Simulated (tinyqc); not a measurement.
From results back to parameters: donors with valley-orbit split 1s states.

Problem. The electron density is given and ND is hidden.

Each donor binds at most one electron, in any of its states. For a site s, W_s = sum over its states of g exp(E/kT), and the ionised share is 1/(1 + W_s exp(eta)), eta = (EF - Ec)/kT; n = Nc F_1/2(eta); neutrality n + NA = ND x (mean ionised share); holes are neglected. Nc from N = 2 (m kB T/(4 pi c))^(3/2) with c = hbar^2/2m0, in 1/angstrom^3; times 1e24 for 1/cm^3, m = md. F_j(eta) = (1/Gamma(j + 1)) integral_0^infinity x^j dx/(1 + exp(x - eta)), which tends to exp(eta) for eta << 0.

Constants: hbar^2/2m0 = 3.80998211 eV angstrom^2; kB = 8.617333262e-05 eV/K.

Parameters, chosen for this exercise (near those of As in Si; the results hold for these values, not for the real material): md = 1.064 m0 (density-of-states mass of the conduction band); E = (55.9, 34.1, 32.9) meV (binding energies of 1s(A1), 1s(T2), 1s(E)); g = (2, 6, 4) (their degeneracies with spin); T = 500 K; NA = 0 1/cm^3 (compensating acceptors, all ionised).

n = 1.2992e+15 1/cm^3

Find: eta; mean ionised share; ND.

Solution. n/Nc gives eta, eta and W_s give the ionised share, and ND = (n + NA)/share.

eta = -10.728
mean ionised share = 0.999
ND = 1.3e+15 1/cm^3

Program tinyqc; command `OMP_NUM_THREADS=1 python tinyqc.py 1651491 1651492 out.jsonl`; about 0.01 s on one thread of a shared Intel(R) Xeon(R) Processor @ 2.30GHz.
